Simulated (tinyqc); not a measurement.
Admittance spectroscopy of a deep trap: admittance against temperature.

Schottky contact on an n-type layer with shallow donors Nd (all ionised) and a donor-like deep trap, neutral when filled and positive when empty; depletion approximation. Traps within lam of the depletion edge stay filled. The traps at xt = W - lam, where the level crosses the Fermi level, follow a slow signal and not a fast one. w = 2 pi f.

Emission rate en = sn vth(T) Nc(T) exp(-Et/kB T) = sn g T^2 exp(-Et/kB T), g = vth Nc/(300 K)^2, as vth goes as T^0.5 and Nc as T^1.5 (degeneracy factor 1). lam = sqrt(2 eps0 eps_r (EF - ET)/(q Nd)), EF - ET = Et - (kB T/q) ln(Nc(T)/Nd), Nc(T) = Nc (T/300 K)^1.5. In the steady state at the band bending V, 2 eps0 eps_r V/q = Nd W^2 + Nt (W - lam)^2 (the second term only if W > lam). V = Vbi + Vr. C_HF = eps0 eps_r/W, C_LF = eps0 eps_r (Nd + Nt)/(Nd W + Nt xt). Inflection frequency w0 = 2 en [1 + Nt xt/(Nd W)]; C = C_HF + (C_LF - C_HF)/(1 + (w/w0)^2), G/w = (C_LF - C_HF)(w/w0)/(1 + (w/w0)^2).

Values chosen for this exercise; material values close to those of 4H silicon carbide: relative permittivity eps_r = 9.76; conduction-band density of states at 300 K Nc = 1.69e19 cm^-3; thermal velocity at 300 K vth = 2e7 cm/s; shallow donor density Nd = 1.9e15 cm^-3; built-in voltage Vbi = 1.07 V; depth of the trap below the conduction edge Et = 0.66 eV; capture cross-section sn = 1.7e-16 cm^2; trap density Nt = 2.1e14 cm^-3; reverse bias Vr = 0.8 V; signal frequency f = 450 Hz.

Constants: q = 1.602176634e-19 C, kB = 1.380649e-23 J/K, eps0 = 8.8541878128e-14 F/cm where lengths are in cm. Results are converted to the units shown.

Results:

| T (K) | w0/(2 pi) (Hz) | C (nF/cm^2) | G/w (nF/cm^2) |
|---|---|---|---|
| 345 | 5.854 | 8.521 | 0.005318 |
| 362 | 18.30 | 8.526 | 0.01625 |
| 379 | 51.87 | 8.536 | 0.04455 |
| 396 | 135.0 | 8.567 | 0.1053 |
| 412 | 309.9 | 8.661 | 0.1747 |
| 429 | 702.7 | 8.805 | 0.1655 |
| 446 | 1502 | 8.877 | 0.09749 |
| 463 | 3044 | 8.895 | 0.04982 |
| 480 | 5884 | 8.897 | 0.02538 |
| 513 | 1.881e4 | 8.891 | 0.007466 |

Estimate the missing row, T = 497 K.

Computed row:

| T (K) | w0/(2 pi) (Hz) | C (nF/cm^2) | G/w (nF/cm^2) |
|---|---|---|---|
| 497 | 1.090e4 | 8.894 | 0.01330 |

With this row back in the table: G/w goes from 0.00532 through a maximum of 0.175 (at T = 412 K among the rows listed) to 0.00747 nF/cm^2, where w0 passes the signal: w0/(2 pi) rises from 5.85 to 18800 Hz. C rises from 8.52 to 8.89 nF/cm^2.

tinyqc, about 0.01 s, one thread, Intel Xeon 2.30GHz (shared host): `OMP_NUM_THREADS=1 python tinyqc.py 2050033 2050034 out.jsonl`
